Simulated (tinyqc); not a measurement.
Pariser-Parr-Pople SCF with singles CI, for the molecule C=CC=C(F)C=C (SMILES; centres numbered as the heavy atoms are written), step by step. One step of it, computed by the program tinyqc.

Task: Iteration 2: orbitals and new P. Diagonalise F (the basis is taken as orthonormal) and form P = 2 sum c c over the lowest orbitals; 0.5 of the old P is kept.

F (eV), order 1C, 2C, 3C, 4C, 5F, 6C, 7C:
$$\begin{pmatrix}
-4.947398 & -5.545860 & 0.417231 & 0.547595 & -0.431909 & 0.015231 & -0.218407 \\
-5.545860 & -4.757702 & -4.369746 & 0.000751 & 0.278299 & 0.111027 & -0.010326 \\
0.417231 & -4.369746 & -5.627366 & -4.935852 & 0.823798 & -0.007903 & 0.488074 \\
0.547595 & 0.000751 & -4.935852 & -6.692408 & -4.203852 & -3.907228 & 0.019256 \\
-0.431909 & 0.278299 & 0.823798 & -4.203852 & -19.675953 & 0.056915 & 0.492082 \\
0.015231 & 0.111027 & -0.007903 & -3.907228 & 0.056915 & -5.993203 & -5.837584 \\
-0.218407 & -0.010326 & 0.488074 & 0.019256 & 0.492082 & -5.837584 & -6.210878
\end{pmatrix}$$

pi electrons, sum of z_r less the charge = 8

P after iteration 1, order 1C, 2C, 3C, 4C, 5F, 6C, 7C:
$$\begin{pmatrix}
1.157665 & 0.835635 & -0.159280 & -0.298453 & 0.257525 & -0.010618 & 0.189255 \\
0.835635 & 0.999122 & 0.524092 & -0.000287 & -0.113525 & -0.060497 & 0.007199 \\
-0.159280 & 0.524092 & 1.162420 & 0.674220 & -0.295459 & 0.003017 & -0.266018 \\
-0.298453 & -0.000287 & 0.674220 & 1.025826 & 0.484107 & 0.401651 & -0.007351 \\
0.257525 & -0.113525 & -0.295459 & 0.484107 & 1.649460 & -0.020407 & -0.200712 \\
-0.010618 & -0.060497 & 0.003017 & 0.401651 & -0.020407 & 0.989742 & 0.913026 \\
0.189255 & 0.007199 & -0.266018 & -0.007351 & -0.200712 & 0.913026 & 1.015764
\end{pmatrix}$$

Give: orbital energies; P after iteration 2.

Result:

orbital energies (eV): [-21.0352, -13.7132, -12.0145, -9.0621, -2.1189, 1.0348, 3.0042]

P after iteration 2, order 1C, 2C, 3C, 4C, 5F, 6C, 7C:
$$\begin{pmatrix}
1.0862 & 0.8647 & -0.0892 & -0.3337 & 0.1981 & -0.0131 & 0.2007 \\
0.8647 & 0.9990 & 0.4841 & 0.0017 & -0.0728 & -0.0570 & 0.0068 \\
-0.0892 & 0.4841 & 1.0926 & 0.7406 & -0.2571 & 0.0062 & -0.2932 \\
-0.3337 & 0.0017 & 0.7406 & 1.0269 & 0.3694 & 0.3925 & -0.0074 \\
0.1981 & -0.0728 & -0.2571 & 0.3694 & 1.7888 & -0.0313 & -0.1312 \\
-0.0131 & -0.0570 & 0.0062 & 0.3925 & -0.0313 & 0.9866 & 0.9169 \\
0.2007 & 0.0068 & -0.2932 & -0.0074 & -0.1312 & 0.9169 & 1.0199
\end{pmatrix}$$
